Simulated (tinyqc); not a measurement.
Radius, Mott density and mass from the binding energy.

Problem. A donor has the isolated binding energy E0 = cc Ry, Ry = (m0 q^3/(8 eps0^2 h^2)) me/eps_r^2 in eV, radius a = q/(8 pi eps0 eps_r E0) and Mott density (0.26/a)^3. Find a, the Mott density and me.

Parameters, values chosen for the exercise:
- eps_r = 9.88 (relative permittivity)
- cc = 1.8 (ratio of the true binding energy to the hydrogenic one)

Constants: q = 1.602176634e-19 C, eps0 = 8.8541878128e-12 F/m, h = 6.62607015e-34 J s, m0 = 9.1093837015e-31 kg. Results are converted to the units shown.

E0 = 91.824881 meV

Solution. Each follows directly from E0.

a = 0.794 nm
Mott density = 3.52e19 cm^-3
me = 0.366 m0

Numbers from tinyqc (`OMP_NUM_THREADS=1 python tinyqc.py 2330076 2330077 out.jsonl`; about 0.01 s on one thread of a shared Intel Xeon 2.30GHz).
